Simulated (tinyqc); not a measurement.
# Worked calculation: two-diode model of a solar cell

tinyqc, about 0.01 s, one thread, Intel Xeon 2.30GHz (shared host): `OMP_NUM_THREADS=1 python tinyqc.py 2280006 2280007 out.jsonl` Printed values are rounded.

J is the current delivered and Vj = V + J Rs the junction voltage. J = X JL - J01 (exp(Vj/(n1 Vt)) - 1) - J02 (exp(Vj/(2 Vt)) - 1) - Vj/Rp. The photocurrent does not depend on voltage.

Values chosen for this exercise; values of the order met in cells of silicon: temperature T = 348 K; photocurrent at one sun JL = 33 mA/cm^2; concentration X = 1 suns; saturation current of the first diode J01 = 2.2e-11 A/cm^2; ideality factor of the first diode n1 = 1; series resistance Rs = 0 ohm cm^2; shunt resistance Rp = 400 ohm cm^2; incident power at one sun Pin = 100 mW/cm^2; saturation current of the second diode (ideality 2) J02 = 4.8e-8 A/cm^2.

Constants: q = 1.602176634e-19 C, kB = 1.380649e-23 J/K, Vt = kB T/q. Results are converted to the units shown.

## Starting value

Vj = 0.57 V.

Vj at the start = 0.57 V

## Iteration 1: new Vj

Maximum power: dP/dVj = f = J (1 + 2 Rs G) - G Vj = 0. G = -dJ/dVj = J01 exp(Vj/(n1 Vt))/(n1 Vt) + J02 exp(Vj/(2 Vt))/(2 Vt) + 1/Rp. H = dG/dVj; f' = -2 G - 2 Rs G^2 + (2 Rs J - Vj) H; Vj(new) = Vj - f/f'.

J = 26.9756 mA/cm^2
G = 0.145142 S/cm^2
H = 4.57766 S/(cm^2 V)
f = -55.7554 mA/cm^2
f' = -2.89955 S/cm^2
Vj after iteration 1 = 0.550771 V

## Iteration 2: new Vj

As before.

J = 29.0727 mA/cm^2
G = 0.0797589 S/cm^2
H = 2.44645 S/(cm^2 V)
f = -14.8562 mA/cm^2
f' = -1.50695 S/cm^2
Vj after iteration 2 = 0.540913 V

## Course of the iteration

Stop when the step is below 1e-10 V, or after 60 iterations.

Course of the iteration:
```
iteration	Vj before the step (V)	step (V)
1	0.57	-0.0192
2	0.550771	-9.86e-3
3	0.540913	-2.06e-3
4	0.538853	-7.49e-5
5	0.538778	-9.45e-8
6	0.538778	-1.50e-13
```

Converged in 6 iterations.

## Figures of merit

Jsc at V = 0, Voc at J = 0, the maximum power point where J (1 + 2 Rs G) = G Vj with G = -dJ/dVj; FF = Vmp Jmp/(Voc Jsc); efficiency Vmp Jmp/(X Pin). Empirical fill factor without parasitics FF0 = (v - ln(v + 0.72))/(v + 1), v = Voc/(n1 Vt).

Jsc = 33 mA/cm^2
Voc = 0.630417 V
Vmp = 0.538778 V
Jmp = 29.8741 mA/cm^2
FF = 0.773682
efficiency = 16.0955 %
FF0 = 0.814765

FF is 5.0 % below FF0. Removing one loss at a time changes the efficiency by: shunt +0.73, second diode +0.21 points.
